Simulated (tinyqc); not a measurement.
Splitting and spin direction around the circle: two-dimensional electron gas with Rashba and Dresselhaus coupling.

H = c k^2/m + al (ky sx - kx sy) + b1 (kx sx - ky sy) + gam kx ky (kx sy - ky sx), s the Pauli matrices, x = [100], c = hbar^2/2m0, b1 = gam (pi/L)^2 (hard walls). H = c k^2/m + B.s, so E = c k^2/m -/+ |B| and the lower state has its spin along -B.

Constants: hbar^2/2m0 = 3.80998211 eV angstrom^2.

Parameters, chosen for this exercise (of the size met in InAs; not measured data): m = 0.0241 m0 (mass); al = 0.42 eV angstrom (Rashba constant); gam = 25.2 eV angstrom^3 (bulk Dresselhaus constant); L = 85 angstrom (width of the (001) well); n = 6.9 1e11/cm^2 (sheet density (one subband filled)).

At |k| = k0 = sqrt(2 pi n), 1e11/cm^2 = 1e-5/angstrom^2.

Around the circle:

| phi (deg) | Bx (meV) | By (meV) | splitting (meV) | lower spin (deg) |
|---|---|---|---|---|
| 0.0 | 0.7168 | -8.7451 | 17.5488 | 94.7 |
| 22.5 | 3.9780 | -8.2794 | 18.3710 | 115.7 |
| 45.0 | 6.6101 | -6.6101 | 18.6962 | 135.0 |
| 67.5 | 8.2794 | -3.9780 | 18.3710 | 154.3 |
| 90.0 | 8.7451 | -0.7168 | 17.5488 | 175.3 |
| 112.5 | 7.8794 | 2.7152 | 16.6682 | -161.0 |
| 135.0 | 5.7573 | 5.7573 | 16.2841 | -135.0 |
| 157.5 | 2.7152 | 7.8794 | 16.6682 | -109.0 |

What does the comparison show?

The splitting runs from 16.2841 meV at 135 to 18.6962 meV at 45 degrees. Along [110] it is 2 k |al + b1 - 2 b3| and along [-110] 2 k |al - b1 + 2 b3|, b3 = gam k^2/4. From 0 to 90 degrees the spin turns with k (+81 degrees), the sense of the Rashba term.

Computed by tinyqc, a small Python program: `OMP_NUM_THREADS=1 python tinyqc.py 1482890 1482891 out.jsonl` (the numbers bound the seed that draws the inputs); one thread of a shared host (Intel(R) Xeon(R) Processor @ 2.30GHz), about 0.01 s for the whole set of steps.
